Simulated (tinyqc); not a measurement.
# One gate, two gates and a surrounding gate

Below threshold the potential that source and drain add obeys Laplace's equation, vanishes on the gates and decays along the channel as exp(-k y). The same ts (depleted depth over a conducting body, body thickness or wire diameter), ti and permittivities in three geometries; k is the smallest positive root of: one gate, f(k) = eps_r sin(k ti) cos(k ts) + ei cos(k ti) sin(k ts); two gates, f(k) = ei cos(k ti) cos(k ts/2) - eps_r sin(k ti) sin(k ts/2); wire, f(k) = ei J0(u)[J1(u) Y0(v) - Y1(u) J0(v)] - eps_r J1(u)[J0(u) Y0(v) - Y0(u) J0(v)], u = k ts/2, v = u + k ti. Parabolic estimates of l: sqrt((eps_r/ei) ts ti); sqrt((eps_r/(2 ei)) ts ti (1 + ei ts/(4 eps_r ti))); sqrt([2 eps_r ts^2 ln(1 + 2 ti/ts) + ei ts^2]/(16 ei)), in the same order.

Values chosen for this exercise; permittivities: semiconductor close to that of silicon, insulator close to that of silicon nitride:
- eps_r = 11.6 (relative permittivity of the semiconductor)
- ei = 7.56 (relative permittivity of the insulator)
- ti = 1.3 nm (insulator thickness)
- ts = 19 nm (depletion depth)

Scale lengths (nm):
```
	Lambda = pi/k	l = 1/k	l(parabolic)
one gate over a conducting body	20.96	6.672	6.156
two gates	22.93	7.300	8.005
wire	15.02	4.780	5.607
```

What do the numbers show?

The wire has the shortest scale length, 0.655 times that of the double gate; the single gate over a conducting body has 0.914 times it, its layer ending directly on a conductor where the double gate has a second insulator. The parabolic estimates are 7.7 % below, 9.7 % above and 17 % above the exact l, in the order of the rows.

Computed by the program tinyqc: `OMP_NUM_THREADS=1 python tinyqc.py 2420107 2420108 out.jsonl`, one thread of a shared Intel Xeon 2.30GHz, about 0.01 s for the whole run.
